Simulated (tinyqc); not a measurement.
Buckled dimers of a reconstructed (001) surface, two dangling bonds a dimer: sweeps and comparisons. A value that a table varies takes the place of the one given here.

In a dimer one atom moves up by z and the other down by z; the dangling bond of the up atom (more s-like) falls by gm z and that of the down atom rises by gm z. With all dimers tilted alike: H(k) = [[-gm z - 2 ta cos k, -tp - 2 tx cos k], [., gm z - 2 ta cos k]], k along the row in 1/a. Two electrons a dimer fill the lowest N of the 2N levels on the mesh k_j = (j + 1/2) pi/N. Total energy a dimer: W(z) = (2/N) sum of the filled levels + kf z^2. Repulsion between electrons is left out.

Parameters, chosen for this exercise (of the size met on Si(001); shifted at random, so the results belong to these values and not to a real crystal): tp = 0.33 eV (pi coupling inside a dimer); ta = 0.12 eV (coupling between like atoms along the row); tx = 0.04 eV (diagonal coupling along the row); gm = 2.05 eV/angstrom (shift of a dangling bond with height); kf = 7.2 eV/angstrom^2 (force constant of buckling); N = 16 (k points).

## Energy against buckling

W relative to z = 0; gap as lowest upper less highest lower level on 201 points from 0 to pi.

Per dimer (eV):
```
z (angstrom)  band energy  elastic        W     gap
0.00               0.0000   0.0000   0.0000  0.1800
0.05              -0.0319   0.0180  -0.0139  0.2128
0.10              -0.1193   0.0720  -0.0473  0.3017
0.15              -0.2455   0.1620  -0.0835  0.4288
0.20              -0.3963   0.2880  -0.1083  0.5800
0.30              -0.7394   0.6480  -0.0914  0.9230
0.40              -1.1109   1.1520   0.0411  1.2941
0.50              -1.4963   1.8000   0.3037  1.6790
0.60              -1.8893   2.5920   0.7027  2.0717
```

W is lowest at z = 0.2 among these rows (-0.1083 eV). The band energy falls as z^2 at first and linearly, as -2 gm z, once gm z is far above tp, so the elastic term always wins at large z. The gap is open at all z.

## Strong pi bonds keep dimers flat

tp is varied; z minimises W on 0 to 1 angstrom; gap on 201 points; charge moved: the mean of gm z/sqrt((gm z)^2 + h^2) over the mesh, h the off-diagonal element.

Against tp:
```
tp (eV)  z (angstrom)  gain (eV)  gap (eV)  charge moved (e)
0.10           0.2793     0.2734    0.6930             0.981
0.20           0.2666     0.2370    0.6935             0.936
0.30           0.2439     0.1419    0.6943             0.857
0.45           0.1829     0.0329    0.6960             0.642
0.60           0.0000     0.0000    0.7200             0.000
0.80           0.0000     0.0000    1.1200             0.000
1.00           0.0000     0.0000    1.5200             0.000
1.30           0.0000     0.0000    2.1200             0.000
1.60           0.0000     0.0000    2.7200             0.000
```

Dimers buckle for tp up to 0.45 eV among these rows; for an isolated dimer the limit is gm^2/kf = 0.584 eV. While buckled, the splitting, on average over k, stays near 2 gm^2/kf = 1.167 eV whatever tp is, and beyond the limit it follows 2 tp; the gap is smaller by the width of the bands, about 4 ta = 0.48 eV.

## Tilting alike or in alternation

Alternation doubles the cell: sites L1, R1, L2, R2 with levels -gm z, +gm z, +gm z, -gm z, -tp inside a dimer, -2 ta cos k between L1-L2 and R1-R2, -2 tx cos k between L1-R2 and R1-L2, on k_j = (j + 1/2) pi/(2N); the lowest half of the levels is filled. Energies a dimer; gaps on these meshes.

Two patterns:
```
z (angstrom)  W alike (eV)  W alternating (eV)  difference (meV)  gap alike (eV)  gap alternating (eV)
0.05               -0.6739             -0.6838              -9.9          0.2151                0.2732
0.10               -0.7073             -0.7298             -22.5          0.3040                0.4480
0.15               -0.7435             -0.7723             -28.8          0.4310                0.6405
0.20               -0.7683             -0.7989             -30.6          0.5823                0.8365
0.30               -0.7514             -0.7800             -28.5          0.9253                1.2316
0.40               -0.6189             -0.6437             -24.8          1.2963                1.6282
0.50               -0.3563             -0.3777             -21.4          1.6813                2.0254
```

The lowest W listed is -0.7683 eV for like tilts and -0.7989 eV for alternation; the difference at equal z runs from -30.6 to -9.9 meV. With alternation ta joins filled up atoms to empty down atoms and gains energy in second order, about 2 ta^2/(gm z) a dimer at large z, while tx does so for like tilts; here ta = 0.12 and tx = 0.04 eV. At z = 0.3 the gap is 0.925 eV alike and 1.232 eV alternating.

## What each parameter does

z minimises W on 0 to 1 angstrom; gain over flat dimers; gap on 201 points from 0 to pi. Each row changes one parameter from the base and keeps the others.

Results:
```
case                     z (angstrom)  gain (eV)  gap (eV)
base                           0.2348     0.1140    0.6946
tp = 0.281 eV                  0.2491     0.1612    0.6941
ta = 0.15 eV                   0.2348     0.1140    0.5746
tx = 0.07 eV                   0.2345     0.1217    0.7092
gm = 2.214 eV/angstrom         0.2686     0.1844    0.8874
kf = 6.48 eV/angstrom^2        0.2720     0.1601    0.8233
```

The largest shifts from the base row, up to three for each result and ties (the steps differ in size, so this ranks the rows, not the parameters). z (angstrom): kf +0.0373, gm +0.0338, tp +0.0143; unchanged at the printed digits by ta. gain (eV): gm +0.0704, tp +0.0472, kf +0.0461; unchanged at the printed digits by ta. gap (eV): gm +0.1928, kf +0.1287, ta -0.1200.

Program tinyqc; command `OMP_NUM_THREADS=1 python tinyqc.py 1482822 1482823 out.jsonl`; about 0.07 s on one thread of a shared Intel(R) Xeon(R) Processor @ 2.30GHz.
